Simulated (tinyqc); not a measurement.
Worked calculation: three-phonon processes in a diatomic chain: dispersion, energy and momentum conservation, and decay channels of optical phonons. Computed by tinyqc, a small Python program that keeps every step. Command: `OMP_NUM_THREADS=1 python tinyqc.py 3120519 3120520 out.jsonl threeph walk`. One thread of a shared host (Intel(R) Xeon(R) Processor @ 2.30GHz), about 0.05 s of CPU time with the checks. Intermediate numbers are printed to about 6 digits and carried at full precision; extremes and crossings named in words are read from the listed rows.

Cell length a, two atoms, one spring constant. x = q a/pi runs from -1 to 1; A and O are the acoustic and optical branches. Matrix elements are not computed: only conservation laws and occupation factors are followed.

Inputs (values chosen for the exercise, for a model chain): light mass m = 10.8 u; heavy mass M = 15.9 u; spring constant k = 3.8 eV/angstrom^2; temperature T = 500 K; wave number of the decaying phonon q a/pi = 0.42; zero-temperature width Gamma_0 = 0.69 1/cm.

Constants: nu for 1 eV/(angstrom^2 u) = 15.6333042 THz; h x 1 THz = 4.135667696 meV; k_B = 8.617333262e-05 eV/K; c = 299792458 m/s.

## Band edges

omega^2 = k (1/m + 1/M) -/+ k sqrt((1/m + 1/M)^2 - 4 sin^2(pi x/2)/(m M)); nu = 15.6333042 THz x sqrt(omega^2) for eV/(angstrom^2 u). Acoustic top sqrt(2 k/M), optical bottom sqrt(2 k/m), optical top sqrt(2 k (1/m + 1/M)).

acoustic top = 10.8083 THz

optical bottom = 13.1143 THz

optical top = 16.9943 THz

optical top over twice the acoustic top = 0.786165

optical bottom over twice the acoustic top = 0.606676

optical width over acoustic top = 0.358979

The zone-centre optical phonon can decay into two acoustic ones: this needs M/m <= 3.

## Dispersion

The formulas are those given above.

Branches:
```
x     nu_A (THz)  nu_O (THz)
0.10      1.3087     16.9438
0.20      2.6083     16.7929
0.35      4.5209     16.3819
0.50      6.3599     15.7593
0.65      8.0853     14.9477
0.80      9.6250     14.0059
0.90     10.4409     13.4087
1.00     10.8083     13.1143
```

## Decay of the zone-centre phonon

O(0) -> A(x) + A(-x) needs nu_A(x) = nu_O(0)/2, which gives sin^2(pi x/2) = (3/16)(m + M)^2/(m M). Full width at half maximum Gamma = Gamma_0 (1 + 2 n), n = 1/(exp(h nu_A/(k_B T)) - 1); lifetime = 1/(2 pi c Gamma).

x of the products = 0.687971

their frequency = 8.49714 THz

occupation n = 0.793321

width Gamma = 1.78478 1/cm

lifetime = 2.97450 ps

## All channels at the given wave number

Processes for O(x): decay O -> A + A and O -> O + A with x = x' + x'' (mod 2), and absorption O + A -> O with x + x' = x'' (mod 2). Roots of the energy mismatch in x' are bracketed on 4001 points from -1 to 1 and refined. A process is umklapp (U) if the sum of wave numbers leaves (-1, 1]. Weight = occupation factor/|d mismatch/dx'|, the factor being 1 + n' + n'' for decay and n' - n'' for absorption. Pairs that differ only by exchanging two acoustic products count once, and the trivial root x' = 0 is left out.

nu_O(x) = 16.1167 THz

Channels:
```
process            x'       x''  nu' (THz)  nu'' (THz)  type  weight (1/THz)
O -> A + A  -0.456775  0.876775    5.83962     10.2771     N        0.149173
```

1 channel(s) are open, 0 of them umklapp.

## Phase space against the mass ratio

Total weight summed over channels and averaged over x = 0.05, 0.15, ..., 0.95, with m and k fixed; share of those x with an open channel.

Optical phonons:
```
M/m  weight, A + A (1/THz)  weight, with O (1/THz)  share open
1.1               0.261679                       0         1.0
1.5               0.571010                       0         1.0
2.0               0.332113                       0         0.8
2.5               0.188928                       0         0.5
2.9               0.145963                       0         0.2
3.3               0.000000                       0         0.0
3.7               0.000000                       0         0.0
4.2               0.000000                       0         0.0
6.0               0.000000                       0         0.0
```

The A + A channel closes between M/m = 2.9 and 3.3 on this grid: energy conservation alone would allow it up to M/m = 4, where the optical bottom passes twice the acoustic top, but momentum must be conserved too. No channel with a second optical phonon opens at any ratio. A large gap that shuts such channels is one reason why crystals with very unequal masses can conduct heat well.

Checks made by the program: band edges against the dispersion (relative difference below 1e-10); frequency of the products (relative difference below 1e-10).
